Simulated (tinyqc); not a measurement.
What moves the results: Bethe-Salpeter matrix of a two-band chain (Tamm-Dancoff form). A value that a table varies takes the place of the one given here.

One valence and one conduction band, lattice period 1, mesh k = 2 pi j/N. Pair energies D(k) = Eg + 2 t sum(1 - cos k), t = tc + tv. Screened attraction W(R) = U at R = 0 and V/|R| otherwise, R over the N cells with the nearest image; W(q) = sum_R W(R) cos(q R). H(k, k') = D(k) delta - W(k - k')/Nk + 2 J/Nk for singlets (J = 0 for triplets), Nk the number of k points. With a constant transition dipole the strength of a state is f = (sum_k A_k)^2/Nk, and the f sum to 1.

Parameters, chosen for this exercise:
- Eg = 4.8 eV (quasiparticle gap)
- tc = 0.48 eV (conduction hopping)
- tv = 0.22 eV (valence hopping)
- U = 1.86 eV (attraction in the same cell)
- V = 0.91 eV (attraction at one cell distance)
- J = 0.28 eV (exchange in the same cell)
- fs = (0.2, 0.4, 0.7, 1, 1.4, 2, 2.6) (scale factors of U and V)

## Convergence with the k mesh

Lowest triplet and singlet, and f of the singlet, against N.

Results:

| N | Eg - E triplet (eV) | Eg - E singlet (eV) | f singlet |
|---|---|---|---|
| 4 | 1.2312 | 0.9549 | 0.4092 |
| 6 | 1.1737 | 0.8794 | 0.4313 |
| 8 | 1.1653 | 0.8615 | 0.4515 |
| 12 | 1.1642 | 0.8578 | 0.4587 |
| 20 | 1.1641 | 0.8577 | 0.4590 |
| 40 | 1.1641 | 0.8577 | 0.4590 |
| 100 | 1.1641 | 0.8577 | 0.4590 |

How do the results move?

The coarsest mesh misjudges the singlet binding by +0.0972 eV against the finest: a mesh of N points along an axis repeats the pair every N cells. The triplet is within 1 meV of the last row from N = 12 on. The singlet is within 1 meV of the last row from N = 12 on. The more tightly bound triplet is the smaller object in R, so it needs no more points than the singlet.

## Strength of the attraction

Triplets, N = 100; U and V scaled together, as weaker screening would do. f is the weight at R = 0. For V = 0 the infinite chain has binding sqrt(4 t^2 + U^2) - 2t and f = U/sqrt(4 t^2 + U^2), t = tc + tv.

Results:

| scale | U/t | binding (eV) | f | Eg - second level (eV) | contact formula (eV) |
|---|---|---|---|---|---|
| 0.20 | 0.53 | 0.1372 | 0.261 | 0.0118 | 0.0486 |
| 0.40 | 1.06 | 0.3521 | 0.390 | 0.0465 | 0.1854 |
| 0.70 | 1.86 | 0.7356 | 0.528 | 0.1381 | 0.5119 |
| 1.0 | 2.66 | 1.1641 | 0.630 | 0.2698 | 0.9280 |
| 1.4 | 3.72 | 1.7809 | 0.729 | 0.4929 | 1.5565 |
| 2.0 | 5.31 | 2.7675 | 0.823 | 0.8962 | 2.5747 |
| 2.6 | 6.91 | 3.7981 | 0.879 | 1.3492 | 3.6346 |

How do the results move?

The binding grows with exponent 1.36 between scales 0.2 and 0.4 and 1.21 over the last two rows (below 2 for a wide pair in a chain, where 1/|R| brings logarithms, 1 for a pair held in one cell). f rises from 0.261 to 0.879. On this mesh a second level lies below the gap from scale 0.2 on; in an infinite lattice the tail V/|R| binds a whole series at any scale. The tail V/|R| adds 0.164 eV to the contact value in the last row and 0.089 eV in the first.

## Exciton band

Triplets, solved in the electron-hole distance R on a ring of 60 cells, total momentum Q: D = Eg + 2 tc (1 - cos(k + Q/2)) + 2 tv (1 - cos(k - Q/2)), so the hopping in R has size |t(Q)| = sqrt(tc^2 + tv^2 + 2 tc tv cos Q) and the continuum starts at Eg + 2 (tc + tv) - 2 |t(Q)|.

Results:

| Q/pi | \|t(Q)\| (eV) | continuum edge (eV) | exciton (eV) | binding (eV) | weight at R = 0 |
|---|---|---|---|---|---|
| 0.000 | 0.7000 | 4.8000 | 3.6359 | 1.1641 | 0.630 |
| 0.167 | 0.6795 | 4.8410 | 3.6673 | 1.1737 | 0.639 |
| 0.333 | 0.6200 | 4.9600 | 3.7569 | 1.2031 | 0.666 |
| 0.500 | 0.5280 | 5.1440 | 3.8893 | 1.2546 | 0.713 |
| 0.667 | 0.4162 | 5.3677 | 4.0374 | 1.3302 | 0.779 |
| 0.833 | 0.3097 | 5.5807 | 4.1602 | 1.4204 | 0.851 |
| 1.000 | 0.2600 | 5.6800 | 4.2094 | 1.4706 | 0.885 |

What does this show, and why?

The exciton band is 0.5736 eV wide, against 0.8800 eV for the edge of the continuum: binding narrows it, since electron and hole must hop together. The binding grows from 1.164 to 1.471 eV as |t(Q)| falls. Between the first two rows the exciton rises 0.77 times as much as the edge, so it is heavier than the free pair.

## What each parameter does

N = 100: lowest singlet, its binding and f, and the singlet-triplet splitting. Each row changes one parameter from the base and keeps the others.

Results:

| case | singlet (eV) | binding (eV) | f | splitting (eV) |
|---|---|---|---|---|
| base | 3.9423 | 0.8577 | 0.459 | 0.3064 |
| Eg = 5 eV | 4.1423 | 0.8577 | 0.459 | 0.3064 |
| tc = 0.62 eV | 3.9751 | 0.8249 | 0.424 | 0.2810 |
| tv = 0.13 eV | 3.9181 | 0.8819 | 0.487 | 0.3264 |
| U = 1.49 eV | 4.0902 | 0.7098 | 0.342 | 0.2410 |
| V = 1.01 eV | 3.8930 | 0.9070 | 0.435 | 0.2925 |
| J = 0.42 eV | 4.0582 | 0.7418 | 0.370 | 0.4223 |

What can be read from the table?

The largest shifts from the base row, up to three for each result and ties (the steps differ in size, so this ranks the rows, not the parameters). singlet (eV): Eg +0.2000, U +0.1479, J +0.1159. binding (eV): U -0.1479, J -0.1159, V +0.0493; unchanged at the printed digits by Eg. f: U -0.117, J -0.089, tc -0.035; unchanged at the printed digits by Eg. splitting (eV): J +0.1159, U -0.0655, tc -0.0254; unchanged at the printed digits by Eg. At zero total momentum only the sum tc + tv enters.

tinyqc: `OMP_NUM_THREADS=1 python tinyqc.py 1280574 1280575 out.jsonl`; about 0.1 s, one thread, shared Intel(R) Xeon(R) Processor @ 2.30GHz.
